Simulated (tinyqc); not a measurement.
Thermionic-field emission through a Schottky barrier, WKB: two steps of the calculation.

Metal on an n-type semiconductor with one parabolic valley; V > 0 is forward bias (metal positive). Energies E are counted from the conduction edge of the neutral semiconductor, whose Fermi level lies at -xi; that of the metal lies at -xi - V. The barrier is a parabola of height Vd = phi - xi - V (depletion approximation, no image force).

Parameters, values chosen for the exercise; band and dielectric values those of a made-up semiconductor: temperature T = 350 K; electron mass me = 0.117 m0; relative permittivity eps_r = 10.2; barrier height seen from the metal phi = 0.53 eV; donor density Nd = 3e19 cm^-3; bias V = 0.17 V; points of the energy grid nE = 11; upper end of the energy grid Eb = 0.75 eV.

Constants: q = 1.602176634e-19 C, kB = 1.380649e-23 J/K, hbar = 1.054571817e-34 J s, h = 6.62607015e-34 J s, m0 = 9.1093837015e-31 kg, Vt = kB T/q, eps0 = 8.8541878128e-14 F/cm where lengths are in cm. Results are converted to the units shown.

Problem 1. Fermi level, barrier and E00. Nc = 2 (2 pi me m0 kB T/h^2)^1.5 (times 1e-6 for cm^-3); Nd = Nc F12(-xi/Vt), F12(x) = (2/sqrt(pi)) int_0^infinity sqrt(u)/(1 + exp(u - x)) du; E00 = (hbar/2) sqrt(Nd/(me m0 eps0 eps_r)) in SI units (volts). W = sqrt(2 eps0 eps_r Vd/(q Nd)).

Give: Nc; xi; Vd; W; E00; E00/Vt.

Solution 1.

Nc = 1.266e18 cm^-3
xi = -0.2984 eV
Vd = 0.6584 V
W = 4.974 nm
E00 = 93.09 meV
E00/Vt = 3.086

By a common rule of thumb, E00/Vt below 0.5 marks thermionic emission, 0.5 to 5 thermionic-field emission and above 5 field emission. By that rule alone: thermionic-field emission; with a high barrier, tunnelling near its top can carry most of the current even below 0.5.

Problem 2. Current density on a coarse grid. For E < Vd, ln T(E) = -(Vd/E00) [sqrt(1 - y) - y ln((1 + sqrt(1 - y))/sqrt(y))], y = E/Vd; T(E) = 1 above. J = A* T (q/kB) int_0^infinity T(E) N(E) dE, N = ln[(1 + exp((-xi - E)/Vt))/(1 + exp((-xi - V - E)/Vt))], A* = 4 pi q me m0 kB^2/h^3 (times 1e-4 for A/(cm^2 K^2)). Simpson's rule on nE equally spaced points from 0 to Eb.

xi = -0.29837960 eV
Vd = 0.65837960 V
E00 = 93.088260 meV

Find: E; T(E); N; T(E) N; J.

Solution 2.

```
point  E (eV)      T(E)         N    T(E) N
0      0.0000  8.480e-4     5.622  0.004768
1      0.0750  0.005258     5.480   0.02881
2      0.1500   0.01819     4.529   0.08237
3      0.2250   0.04955     2.477    0.1227
4      0.3000    0.1141    0.6633   0.07568
5      0.3750    0.2289   0.07560   0.01731
6      0.4500    0.4060  0.006513  0.002644
7      0.5250    0.6382  5.434e-4  3.468e-4
8      0.6000    0.8809  4.522e-5  3.983e-5
9      0.6750     1.000  3.761e-6  3.761e-6
10     0.7500     1.000  3.129e-7  3.129e-7
```

J = 1.432e6 A/cm^2

The integrand peaks at E = 0.225 eV among these points, 0.34 of the barrier height.

Range of the model: The depletion approximation, a parabolic band and the neglect of image-force lowering make these currents estimates at high doping.

Computed by the program tinyqc: `OMP_NUM_THREADS=1 python tinyqc.py 2640055 2640056 out.jsonl`, one thread of a shared Intel Xeon 2.30GHz, about 0.02 s for the whole run.
